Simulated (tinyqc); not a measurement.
From enhancement D_s/D_i back to surface concentration C_s: concentration-dependent dopant diffusion with charged defects and the built-in field. Computed by tinyqc, a small Python program. Command: `OMP_NUM_THREADS=1 python tinyqc.py 3012709 3012710 out.jsonl extrinsic inv`. One thread of a shared host (Intel(R) Xeon(R) Processor @ 2.30GHz), about 0.07 s of CPU time with the checks.

A constant source C_s feeds a half space. The dopant moves through neutral point defects and through charged ones, whose number grows with the majority carrier density n.

Inputs (values chosen for the exercise, modelled on arsenic in silicon): neutral prefactor D0x = 0.00985 cm^2/s; neutral activation energy E0 = 3.44 eV; singly charged prefactor D01 = 35.3 cm^2/s; activation energy E1 = 4.16 eV; temperature T = 875 C.

Field enhancement: on.

Constants: k_B = 8.617333262e-05 eV/K.

Method:
- n_i = 3.87e16 T^1.5 exp(-7014/T) per cm^3 (T in kelvin, an empirical form); each D = prefactor x exp(-E/(k_B T)); the intrinsic diffusivity D_i is their sum.
- Temperatures in kelvin are T(C) + 273.15.
- n = C/2 + sqrt(C^2/4 + n_i^2); D(C) = h [Dx + D1 (n/n_i)], h = 1 + C/sqrt(C^2 + 4 n_i^2).

Question. A run gave the result below. Find the surface concentration C_s, known to lie between 7.5e+18 and 1.4e+19 1/cm^3.

enhancement D_s/D_i = 4.415962

Answer.

Each step takes the trial c = (a f_b - b f_a)/(f_b - f_a), f being the result less the target and a, b, c the logarithms of the listed values; c replaces end b, the old b replaces a if the sign of f changed, and otherwise f_a is halved.

Scan of the range:
```
surface concentration C_s (1/cm^3)  enhancement D_s/D_i
7.50e+18                                        3.76408
8.32e+18                                        4.10914
9.23e+18                                        4.49387
1.02e+19                                        4.90533
1.14e+19                                        5.41552
1.26e+19                                        5.92644
1.40e+19                                        6.52299
```

False position (Illinois rule, in the logarithm of the input) inside the bracket:
```
step        end a        end b        trial  enhancement D_s/D_i
1     8.32000e+18  9.23000e+18  9.03802e+18              4.41258
2     9.23000e+18  9.03802e+18  9.04592e+18              4.41593
3     9.23000e+18  9.04592e+18  9.04608e+18              4.41600
4     9.04592e+18  9.04608e+18  9.04600e+18              4.41596
```

Enhancement D_s/D_i rises at every point of a 13-point scan of the range (every second point is shown), so one value fits; it is bracketed by 8.32e18 and 9.23e18. Answer: surface concentration C_s = 9.046e18 1/cm^3.
